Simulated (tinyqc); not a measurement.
Mass and g factor above the band edge: five-level k.p model folded onto the conduction band.

Second-order sums for the lowest conduction level at E: 1/m = 1 + Cm + (Ep/3)(2/E + 1/(E + Dso)) - (Ep2/3)(2/(E7 + D2 - E) + 1/(E7 - E)); g/2 = 1 + Cg - (Ep/3)(1/E - 1/(E + Dso)) - (Ep2/3)(1/(E7 - E) - 1/(E7 + D2 - E)). E is counted from the top of the valence band; E = Eg at the edge.

Values chosen for the exercise (near those of InAs; not measured data): Eg = 0.42 eV (gap at Gamma to the s-like level); Dso = 0.39 eV (spin-orbit splitting); Ep = 21.4 eV (Kane energy); E7 = 4.55 eV (upper Gamma7 conduction level, from the valence top); D2 = 0.15 eV (its spin-orbit splitting, Gamma8 above Gamma7); Ep2 = 4.2 eV (Kane energy to the upper levels); Cm = -1 (remote term in 1/m); Cg = -0.02 (remote term in g/2).

The sums are evaluated at E = Eg + dE, as is done for confined or hot electrons.

Results:
```
dE (meV)    m(E)     g(E)  m(E)/m(Eg)  1 + dE/Eg
0         0.0239  -14.419      1.0000     1.0000
10        0.0245  -13.844      1.0220     1.0238
25        0.0253  -13.038      1.0550     1.0595
50        0.0266  -11.830      1.1099     1.1190
76        0.0279  -10.726      1.1670     1.1810
101       0.0292   -9.788      1.2218     1.2405
151       0.0319   -8.205      1.3315     1.3595
```

Over 151 meV the mass grows by 33.2 %, against 36.0 % for two levels alone, and g moves from -14.419 to -8.205, towards the free value 2.

tinyqc: `OMP_NUM_THREADS=1 python tinyqc.py 1051106 1051107 out.jsonl`; about 0.01 s, one thread, shared Intel(R) Xeon(R) Processor @ 2.30GHz.
